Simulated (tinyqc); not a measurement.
MOSFET in the linear regime without short-channel effects, parameter extraction from computed curves: one step of the calculation.

Inversion charge Q = Cox n Vt W0(exp((Vg - VT)/(n Vt))), W0 the Lambert function and n = nf; u = Q/Cox; mobility mu = mu0/(1 + th1 u + th2 u^2); channel resistance Rch = (L - dL)/(W mu Q); Id = Vd/(Rch + Rsd/W). Cox = eps0 eox/tox. Small Vd, no channel-length or drain effects.

Problem. Threshold and mobility at the peak transconductance. gm_i = (Id_(i+1) - Id_(i-1))/(Vg_(i+1) - Vg_(i-1)); at the point j of largest gm the tangent meets the axis at V_ext = Vg_j - Id_j/gm_j; field-effect mobility gm_j L/(W Cox Vd) with the drawn L.

Inputs (values chosen for the exercise); channel values of the order met in silicon transistors:
- eox = 3.9 (relative permittivity of the gate insulator (close to silicon dioxide))
- tox = 2.4 nm (insulator thickness)
- mu0 = 310 cm^2/(V s) (low-field mobility)
- VT = 0.41 V (threshold voltage)
- W = 0.5 um (gate width)
- L = 0.12 um (drawn gate length)
- dL = 0.007 um (drawn less effective length)
- Vd = 0.02 V (drain voltage)

Constants: eps0 = 8.8541878128e-14 F/cm where lengths are in cm. Results are converted to the units shown.

| point | Vg (V) | Id (uA) |
|---|---|---|
| 0 | 0.11 | 4.6467694e-4 |
| 1 | 0.26 | 0.025657309 |
| 2 | 0.41 | 0.80814842 |
| 3 | 0.56 | 3.7274732 |
| 4 | 0.71 | 6.8171848 |
| 5 | 0.86 | 9.3590949 |
| 6 | 1.01 | 11.389447 |
| 7 | 1.16 | 13.022995 |
| 8 | 1.31 | 14.356457 |
| 9 | 1.46 | 15.461518 |
| 10 | 1.61 | 16.390221 |
| 11 | 1.76 | 17.180571 |

Give: gm; j; V_ext; field-effect mobility.

Solution.

| point | gm (uS) |
|---|---|
| 1 | 2.692 |
| 2 | 12.34 |
| 3 | 20.03 |
| 4 | 18.77 |
| 5 | 15.24 |
| 6 | 12.21 |
| 7 | 9.890 |
| 8 | 8.128 |
| 9 | 6.779 |
| 10 | 5.730 |

j = 3
V_ext = 0.3739 V
field-effect mobility = 167.1 cm^2/(V s)

V_ext is 36 mV below the model VT, and the mobility so found is 49 % below mu0 L/(L - dL) = 329 cm^2/(V s), the value for the drawn L; attenuation, series resistance and the slow approach of Q to a straight line all lower the peak gm.

Computed by the program tinyqc: `OMP_NUM_THREADS=1 python tinyqc.py 2210062 2210063 out.jsonl`, one thread of a shared Intel Xeon 2.30GHz, about 0.01 s for the whole run.
